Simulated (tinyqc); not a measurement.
The Fermi level, mass and scattering length from S, n and sigma.

Problem. Bulk parabolic band, x = (E - Ec)/kB T, C = hbar^2/(2 m0), kB T in eV. Modes per area gv m kB T x/(4 pi C) times the back-scattering length l0 x^rr give the transport function s0 X(x), s0 = (2 q^2/h) gv m kB T l0/(4 pi C), X = x^(1 + rr). I_k = int X (x - eta)^k w dx, w = 1/(4 cosh^2((x - eta)/2)). sigma = s0 I_0, S = -(kB/q) I_1/I_0; n = 2 gv (m kB T/(4 pi C))^1.5 F(eta), F(y) = (2/sqrt(pi)) int_0^infinity sqrt(u)/(1 + exp(u - y)) du. Find eta, m and l0.

Inputs (values chosen for the exercise):
```
symbol,value,unit,meaning
T,200,K,temperature
gv,6,,valleys
rr,2,,energy exponent of that length
```

Constants: q = 1.602176634e-19 C, kB = 1.380649e-23 J/K, hbar = 1.054571817e-34 J s, h = 6.62607015e-34 J s, m0 = 9.1093837015e-31 kg, Vt = kB T/q, hbar^2/(2 m0) = 0.0380998212 eV nm^2. Results are converted to the units shown.

S = -237.22923 uV/K
n = 9.1342769e19 cm^-3
sigma = 1122.4406 S/cm

Answer. |S| falls steadily as eta rises and depends on nothing else, so it fixes eta; n then gives m, and sigma gives l0.

eta = 2.10
m = 0.520 m0
l0 = 0.420 nm

Program tinyqc, `OMP_NUM_THREADS=1 python tinyqc.py 2800012 2800013 out.jsonl`; Intel Xeon 2.30GHz, shared host, one thread, about 0.1 s.
